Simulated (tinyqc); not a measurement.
Inside a calculation. Method: CCSD on RHF in the 6-31g basis, for H-, spin multiplicity 1. The basis has no diffuse functions, so it cannot describe the extra electron: this is an exercise in the method, not the real anion. Computed by tinyqc, a small Python program that keeps every step (integrals from PySCF). Settings: charge = -1, multiplicity = 1, basis = 6-31g, method = RHF, energy threshold = 1e-10, iteration cap = 55, orthogonalisation = symmetric, start = atomic densities, DIIS depth = 6, amplitude equations = CCSD, DIIS depth for amplitudes = 6, cap on updates = 81. Command: `OMP_NUM_THREADS=1 python tinyqc.py 22890 22891 out.jsonl` (the two numbers bound the seeds that draw the settings). One thread of a shared host (Intel(R) Xeon(R) Processor @ 2.60GHz), about 0.2 s of CPU time with the checks. The early iterations of the SCF are left out here.

## One-electron integrals

Geometry (angstrom):
```
atom       x       y       z
H     0.0000  0.0000  0.0000
```

Basis 6-31g: exponents (1/bohr^2) and contraction coefficients of normalised primitives:
```
element  l (shell)  exponent  coefficient
H            s (1)   18.7311       0.0335
H            s (1)    2.8254       0.2347
H            s (1)    0.6401       0.8138
H            s (2)    0.1613       1.0000
```

Overlap, kinetic and nuclear-attraction integrals over the contracted functions; the nuclear repulsion is the sum of Za Zb / Rab.

nuclear repulsion = 0 hartree

overlap S, order 1H 1s, 1H 2s:
```
[[1.0000, 0.6583],
 [0.6583, 1.0000]]
```

kinetic energy T (hartree), order 1H 1s, 1H 2s:
```
[[1.3957, 0.2597],
 [0.2597, 0.2419]]
```

nuclear attraction V (hartree), order 1H 1s, 1H 2s:
```
[[-1.6532, -0.7423],
 [-0.7423, -0.6409]]
```

core Hamiltonian H = T + V (hartree), order 1H 1s, 1H 2s:
```
[[-0.2576, -0.4826],
 [-0.4826, -0.3989]]
```

## Two-electron integrals

Functions are numbered as in S; the eight-fold symmetry (ij|kl) = (ji|kl) = (kl|ij) leaves the list below.

Two-electron integrals (ij|kl) in chemists' order, unique and non-zero (hartree):
```
(11|11) 1.0766   (21|11) 0.5785   (21|21) 0.3294   (22|11) 0.5874
(22|21) 0.3613   (22|22) 0.4532
```

## Orthogonalisation

S = U s U^T; symmetric (Loewdin) form X = U s^(-1/2) U^T, so that X^T S X = 1.

eigenvalues of S: [0.3417, 1.6583]

X, order 1H 1s, 1H 2s:
```
[[1.2436, -0.4671],
 [-0.4671, 1.2436]]
```

## Iteration 9 (converged): orbitals

converged F (hartree), order 1H 1s, 1H 2s:
```
[[0.6096, -0.1237],
 [-0.1237, 0.1014]]
```

Diagonalise F' = X^T F X, C = X C', fill 1 alpha and 1 beta electrons from the bottom; D = 2 C_occ C_occ^T. Each column has its largest component positive (the first on a tie).

F' = X^T F X (hartree):
```
[[1.1087, -0.6313],
 [-0.6313, 0.4335]]
```

orbital energies (hartree): [0.0552, 1.4869]

coefficients C, order 1H 1s, 1H 2s:
```
[[0.2386, 1.3068],
 [0.8267, -1.0399]]
```

D after iteration 9, order 1H 1s, 1H 2s:
```
[[0.1138, 0.3945],
 [0.3945, 1.3668]]
```

## Convergence

Stop when the energy changes by less than 1e-10 hartree and every element of the error matrix X^T (F D S - S D F) X is below 3e-06.

Course of the cycle:
```
iteration  E (hartree)     change  largest element of the error matrix
1            -0.299593          -                             5.53e-01
2            -0.421038  -1.21e-01                             5.94e-02
3            -0.422441  -1.40e-03                             1.19e-03
4            -0.422442  -4.51e-07                             5.40e-04
5            -0.422442  -6.77e-08                             3.50e-04
6            -0.422442  -2.22e-08                             2.60e-04
7            -0.422442  -9.93e-09                             2.07e-04
8            -0.422442  -1.71e-08                             1.24e-06
9            -0.422442  -6.17e-13                             9.07e-09
```

PySCF RHF in the same basis = -0.422442 hartree

Converged in 9 iterations.

## Integrals over molecular orbitals

(pq|rs) = sum C_ip C_jq C_kr C_ls (ij|kl), one index at a time.

one-electron integrals over orbitals h = C^T H C (hartree):
```
[[-0.4777, -0.1390],
 [-0.1390, 0.4404]]
```

Two-electron integrals over orbitals (pq|rs), unique and non-zero (hartree):
```
(11|11) 0.5329   (21|11) 0.1390   (21|21) 0.1361   (22|11) 0.5913
(22|21) 0.2439   (22|22) 0.7789
```

## CCSD: starting amplitudes

t_ij^ab = <ij||ab> / (e_i + e_j - e_a - e_b), whose energy is MP2.

Starting amplitudes (spin orbitals 1a, 1b, ...; amplitudes related by a flip of all spins are not repeated):
```
from      to        t
1a 1b  2a 2b  -0.0475
```

correlation energy = -0.006464 hartree

## CCSD: amplitude update 1

t_i^a D_i^a and t_ij^ab D_ij^ab are set to the remaining terms of the spin-orbital equations, evaluated with the old amplitudes; for the doubles these are <ij||ab> + 1/2 <ab||ef> t_ij^ef + 1/2 <mn||ij> t_mn^ab + P(ij)P(ab) <mb||ej> t_im^ae + terms in t^2 + terms with t1, D the orbital-energy denominators.

Amplitudes after update 1 (spin orbitals 1a, 1b, ...; amplitudes related by a flip of all spins are not repeated):
```
from      to        t
1a 1b  2a 2b  -0.0604
1a        2a   0.0035
```

correlation energy = -0.008212 hartree

## CCSD: amplitude update 2

As before.

Amplitudes after update 2 (spin orbitals 1a, 1b, ...; amplitudes related by a flip of all spins are not repeated):
```
from      to        t
1a 1b  2a 2b  -0.0641
1a        2a   0.0052
```

correlation energy = -0.008715 hartree

## CCSD: amplitude update 3

t_i^a D_i^a and t_ij^ab D_ij^ab are set to the remaining terms of the spin-orbital equations, evaluated with the old amplitudes; for the doubles these are <ij||ab> + 1/2 <ab||ef> t_ij^ef + 1/2 <mn||ij> t_mn^ab + P(ij)P(ab) <mb||ej> t_im^ae + terms in t^2 + terms with t1, D the orbital-energy denominators. DIIS then mixes the stored amplitudes.

DIIS coefficients: [-0.4470, 1.4470]

Amplitudes after update 3 (spin orbitals 1a, 1b, ...; amplitudes related by a flip of all spins are not repeated):
```
from      to        t
1a 1b  2a 2b  -0.0657
1a        2a   0.0061
```

correlation energy = -0.008935 hartree

## CCSD: convergence

E_corr = 1/4 sum <ij||ab> t_ij^ab + 1/2 sum <ij||ab> t_i^a t_j^b; stop when the norm of the change is below 1e-8.

Course of the amplitude iterations:
```
update  correlation energy (hartree)  norm of the change
0                          -0.006464                   -
1                          -0.008212            2.62e-02
2                          -0.008715            7.80e-03
3                          -0.008935            2.42e-03
4                          -0.008936            4.65e-05
5                          -0.008936            1.69e-07
6                          -0.008936            6.60e-08
7                          -0.008936            4.11e-08
8                          -0.008936            2.98e-08
9                          -0.008936            4.84e-12
```

Converged amplitudes (spin orbitals 1a, 1b, ...; amplitudes related by a flip of all spins are not repeated):
```
from      to        t
1a 1b  2a 2b  -0.0657
1a        2a   0.0061
```

CCSD total energy = -0.431378 hartree

T1 diagnostic, norm of the one-spin t1 over sqrt(correlated electrons) = 0.0043

Converged in 9 updates, with DIIS from the third.
